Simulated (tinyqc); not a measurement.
Inputs raised by 10 %, one at a time: admittance spectroscopy and thermally stimulated current of one trap level in a depletion layer. Computed by tinyqc, a small Python program. Command: `OMP_NUM_THREADS=1 python tinyqc.py 3110211 3110212 out.jsonl admit sens`. One thread of a shared host (Intel(R) Xeon(R) Processor @ 2.30GHz), about 0.01 s of CPU time with the checks.

A Schottky junction on n-type material holds one donor-like electron trap; shallow donors are fully ionised and abrupt depletion edges are assumed.

Inputs (values chosen for the exercise, modelled on n-type GaN):

| quantity | value | unit |
|---|---|---|
| dielectric constant eps | 9.55 | - |
| density-of-states mass m | 0.192 | m_0 |
| shallow doping N | 2.7e+15 | 1/cm^3 |
| trap density N_t | 6.4e+13 | 1/cm^3 |
| trap depth E_t below the band | 0.378 | eV |
| capture cross section sigma | 1.6e-15 | cm^2 |
| band bending V_b | 2.4 | V |
| test frequency f | 10000 | Hz |
| heating rate beta | 0.15 | K/s |

Constants: k_B = 1.380649e-23 J/K; m_0 = 9.1093837015e-31 kg; h = 6.62607015e-34 J s; k_B = 8.617333262e-05 eV/K; eps_0 = 8.8541878128e-12 F/m; e = 1.602176634e-19 C.

Method:
- N_c = 2 (2 pi m k_B T/h^2)^(3/2), v_th = sqrt(3 k_B T/m), emission rate e_n = sigma v_th N_c exp(-E_t/(k_B T)).
- Where the level crosses the Fermi level capture equals emission, so the trap follows the signal with the rate 2 e_n; G/omega peaks at omega = 2 e_n (the correction for large N_t/N is left out).
- Solve 2 e_n(T_p) = 2 pi f.
- With E_c - E_F = k_B T_p ln(N_c/N): lambda = sqrt(2 eps eps_0 (E_t - (E_c - E_F))/(e^2 N)); traps are empty and charged for x < x_t = w - lambda, and V_b = e (N w^2 + N_t x_t^2)/(2 eps eps_0). High frequency: C_hf = eps eps_0/w. Low frequency: C_lf = eps eps_0 (N + N_t)/(N w + N_t x_t).
- Thermally stimulated current without retrapping: filled share n(T) = exp(-(1/beta) int e_n dT), current proportional to e_n n; the peak obeys beta (E_t/(k_B T^2) + 2/T) = e_n(T). The integral starts at 0.5 T_m and uses 4000 trapezoid steps to 1.2 T_m.
- Chen's first-order estimate from the full width W = T_2 - T_1 between the half-height points: E = 2.52 k_B T_m^2/W - 2 k_B T_m.

Runs:

| input moved | from | to | peak temperature T_p (K) | step (C_lf - C_hf)/C_hf | peak temperature T_m (K) | lambda (nm) |
|---|---|---|---|---|---|---|
| base run | - | - | 295.61 | 0.0069182 | 159.28 | 285.75 |
| trap depth E_t below the band (eV) | 0.378 | 0.4158 | 321.53 | 0.0072343 | 173.63 | 298.78 |
| capture cross section sigma (cm^2) | 1.6e-15 | 1.76e-15 | 293.94 | 0.0069376 | 158.80 | 286.55 |
| shallow doping N (1/cm^3) | 2.7e+15 | 2.97e+15 | 295.61 | 0.0063319 | 159.28 | 274.03 |
| band bending V_b (V) | 2.4 | 2.64 | 295.61 | 0.0065957 | 159.28 | 285.75 |
| test frequency f (Hz) | 10000 | 11000 | 297.29 | 0.0068986 | 159.28 | 284.94 |
| density-of-states mass m (m_0) | 0.192 | 0.2112 | 293.94 | 0.0068774 | 158.80 | 284.07 |
| heating rate beta (K/s) | 0.15 | 0.165 | 295.61 | 0.0069182 | 159.77 | 285.75 |

Exponents ln(y'/y) / ln(x'/x):

| input | peak temperature T_p | step (C_lf - C_hf)/C_hf | peak temperature T_m | lambda |
|---|---|---|---|---|
| trap depth E_t below the band | 0.882 | 0.469 | 0.905 | 0.468 |
| capture cross section sigma | -0.059 | 0.029 | -0.032 | 0.029 |
| shallow doping N | 0.000 | -0.929 | 0.000 | -0.439 |
| band bending V_b | 0.000 | -0.501 | 0.000 | 0.000 |
| test frequency f | 0.060 | -0.030 | 0.000 | -0.030 |
| density-of-states mass m | -0.059 | -0.062 | -0.032 | -0.062 |
| heating rate beta | 0.000 | 0.000 | 0.032 | 0.000 |

Which inputs matter most for each result?

Among the inputs moved here: peak temperature T_p answers most in size to trap depth E_t below the band (exponent +0.882), next to test frequency f (+0.060); its exponent is below 0.0005 for shallow doping N, band bending V_b, heating rate beta. Step (C_lf - C_hf)/C_hf answers most in size to shallow doping N (exponent -0.929), next to band bending V_b (-0.501); its exponent is below 0.0005 for heating rate beta. Peak temperature T_m answers most in size to trap depth E_t below the band (exponent +0.905), next to capture cross section sigma (-0.032); its exponent is below 0.0005 for shallow doping N, band bending V_b, test frequency f. Lambda answers most in size to trap depth E_t below the band (exponent +0.468), next to shallow doping N (-0.439); its exponent is below 0.0005 for band bending V_b, heating rate beta.

Extremes, crossings and ranges named in words are read from the listed rows.
